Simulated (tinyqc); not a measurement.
Changing the temperature T: inversion-layer mobility, back-scattering and ballistic limit of a field-effect transistor. Computed by tinyqc, a small Python program. Command: `OMP_NUM_THREADS=1 python tinyqc.py 3028606 3028607 out.jsonl mos sweep`. One thread of a shared host (Intel(R) Xeon(R) Processor @ 2.30GHz), about 0.02 s of CPU time with the checks.

The charge at the top of the source barrier is fixed by the gate; series resistance and short-channel effects are left out. F_j are Fermi integrals normalised to exp(eta) in the classical limit.

Inputs (values chosen for the exercise, modelled on a silicon n-channel):

| quantity | value | unit |
|---|---|---|
| transport mass m | 0.2 | m_0 |
| valley degeneracy g_v | 2 | - |
| weight w of the inversion charge | 0.5 | - |
| permittivity eps | 11.7 | - |
| phonon mobility at 1 MV/cm and 300 K, mu_ph | 330 | cm^2/(V s) |
| roughness mobility at 1 MV/cm, mu_sr | 1700 | cm^2/(V s) |
| Coulomb mobility at N_inv = 1e12/cm^2, mu_C | 1000 | cm^2/(V s) |
| electrical oxide thickness t_inv | 3.3 | nm |
| depletion charge N_dep | 2.3e+11 | 1/cm^2 |
| gate overdrive V_G - V_T | 0.28 | V |
| drain voltage V_D | 0.73 | V |
| channel length L | 420 | nm |
| exponent a of the critical length | 0.78 | - |

Statistics at the top of the barrier: Fermi-Dirac.

Constants: eps_0 = 8.8541878128e-12 F/m; e = 1.602176634e-19 C; m_0 = 9.1093837015e-31 kg; k_B = 1.380649e-23 J/K; hbar = 1.054571817e-34 J s; k_B = 8.617333262e-05 eV/K.

Method:
- N_inv = 3.9 eps_0 (V_G - V_T)/(e t_inv); effective field E_eff = e (N_dep + w N_inv)/(eps eps_0).
- mu_phonon = mu_ph (E_eff/1 MV/cm)^(-0.3) (T/300 K)^(-1.75); mu_rough = mu_sr (E_eff/1 MV/cm)^(-2); mu_Coulomb = mu_C (N_inv/1e12 cm^-2) (T/300 K); Matthiessen's rule adds 1/mu.
- F_j(eta) = (1/Gamma(j + 1)) int_0^infinity x^j/(1 + exp(x - eta)) dx, F_0 = ln(1 + exp(eta)). Integrals over x = E/(k_B T) use 160 Gauss-Legendre points in u = sqrt(x) from 0 to sqrt(max(eta, 0) + 32).
- Ballistic channel: N_2D = g_v m k_B T/(pi hbar^2), U = e V_D/(k_B T); eta_F solves N_inv = (N_2D/2)[F_0(eta_F) + F_0(eta_F - U)]; v_T = sqrt(2 k_B T/(pi m)); I/W = e (N_2D/2) v_T [F_1/2(eta_F) - F_1/2(eta_F - U)]; injection velocity v_T F_1/2(eta_F)/F_0(eta_F).
- Mean free path lambda = (2 k_B T/e)(mu/v_T) F_0(eta_0)/F_-1/2(eta_0), with eta_0 from N_inv = N_2D F_0(eta_0); critical length l = L (1 + U)^(-a), an empirical rule; back-scattering r = l/(l + lambda). Then eta solves N_inv = (N_2D/2)[(1 + r) F_0(eta) + (1 - r) F_0(eta - U)] and I/W = e (N_2D/2) v_T (1 - r)[F_1/2(eta) - F_1/2(eta - U)].
- Ballistic ratio: I over the ballistic current. Apparent mobility 1/(1/mu + 1/mu_B), mu_B = mu L/lambda.

One run for each value:

| temperature T (K) | effective mobility mu (cm^2/(V s)) | current I/W (microampere/micrometre) | injection velocity (1e7 cm/s) | ballistic ratio | mean free path lambda (nm) |
|---|---|---|---|---|---|
| 77 | 431.82 | 89.94 | 0.9208 | 0.33338 | 12.700 |
| 99 | 516.94 | 99.31 | 0.9652 | 0.35118 | 16.236 |
| 130 | 589.10 | 108.15 | 1.0298 | 0.35845 | 20.109 |
| 160 | 608.39 | 111.92 | 1.0919 | 0.34984 | 22.291 |
| 210 | 566.51 | 109.95 | 1.1914 | 0.31500 | 22.959 |
| 270 | 470.59 | 99.95 | 1.3033 | 0.26175 | 21.078 |
| 350 | 351.15 | 83.35 | 1.4409 | 0.19742 | 17.538 |
| 450 | 247.06 | 65.22 | 1.5976 | 0.13933 | 13.770 |

Over the rows, effective mobility mu (cm^2/(V s)) goes from 432 through a maximum among these rows, 608 at 160, to 247; current I/W (microampere/micrometre) goes from 89.9 through a maximum among these rows, 112 at 160, to 65.2; injection velocity (1e7 cm/s) rises from 0.921 to 1.60 (exponent d ln y / d ln x 0.19 between the first rows and 0.41 between the last). mu changes by a factor 2.46 over the table and the current by 1.72.

Caution (all rows): the current exceeds the long-channel drift law, so the empirical rule for l, meant for short channels, is too generous here.

Extremes, crossings and ranges named in words are read from the listed rows.
